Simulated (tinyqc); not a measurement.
Starting guesses with DIIS over 6 matrices: SCF starting guesses in the 3-21g basis, for N, spin multiplicity 4. Computed by the program tinyqc with PySCF. Command: `OMP_NUM_THREADS=1 python tinyqc.py 110705 110706 out.jsonl`; one thread of a shared host (Intel(R) Xeon(R) Processor @ 2.60GHz), about 0.7 s.

Geometry (angstrom):
```
atom       x       y       z
N     0.0000  0.0000  0.0000
```

lowest solution found by these runs and by PySCF with stability checks = -54.105390 hartree

UHF with one setting changed at a time; a run stops when the energy changes by less than 1e-09 hartree and the error matrix is below 1e-5. Starts: the lowest orbitals of the core Hamiltonian, of the Wolfsberg-Helmholz matrix (K = 1.75), projected atomic densities, random orbitals, and the highest orbitals of the core Hamiltonian (a deliberately bad start).

Largest element of the error matrix X^T (FDS - SDF) X:
```
iteration     core  Wolfsberg-Helmholz  atomic densities   random  highest core orbitals
1          1.1e+00             6.9e-01           1.3e-01  4.7e+00                2.8e-01
2          1.7e-01             9.7e-02           2.1e-01  7.1e-01                8.9e-01
3          1.9e-02             9.9e-03           1.1e-01  8.0e-02                7.2e-01
4          3.9e-03             1.3e-03           1.8e-02  1.5e-02                8.6e-01
5          3.5e-04             1.8e-04           2.6e-03  2.7e-03                8.6e-01
6          2.8e-05             1.7e-05           7.7e-05  9.3e-04                8.7e-01
8                -                   -           6.7e-08  1.5e-05                9.9e-02
10               -                   -                 -  4.0e-07                6.2e-03
14               -                   -                 -        -                1.9e-07
```

How each run ends:
```
run                    iterations  E (hartree)         state
core                            7    -54.10539  lowest found
Wolfsberg-Helmholz              7    -54.10539  lowest found
atomic densities                8    -54.10539  lowest found
random                         10    -54.10539  lowest found
highest core orbitals          14    -54.10539  lowest found
```

5 of 5 runs reach the lowest solution found, in 7 to 14 iterations (fastest: core, Wolfsberg-Helmholz). The first errors are 1e+00, 7e-01, 1e-01, 5e+00, 3e-01.
